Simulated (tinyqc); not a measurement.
# Avrami exponent and activation energy from three anneals

Problem. Isothermal crystallisation follows X = 1 - exp(-(k t)^n) with k proportional to exp(-Ec q/(kB T)). Find n, k at both temperatures and Ec.

Constants: q = 1.602176634e-19 C, kB = 1.380649e-23 J/K. Results are converted to the units shown.

X at (435 K, 460 s), (435 K, 920 s) and (455 K, 42 s): [0.15879904, 0.85863634, 0.36920155]

Answer. -ln(1 - X) = (k t)^n: the two times give n, and the two rates give Ec.

n = 3.50
k at 435 K = 0.00132 1/s
k at 455 K = 0.0191 1/s
Ec = 2.28 eV

Program tinyqc, `OMP_NUM_THREADS=1 python tinyqc.py 2490053 2490054 out.jsonl`; Intel Xeon 2.30GHz, shared host, one thread, about 0.03 s.
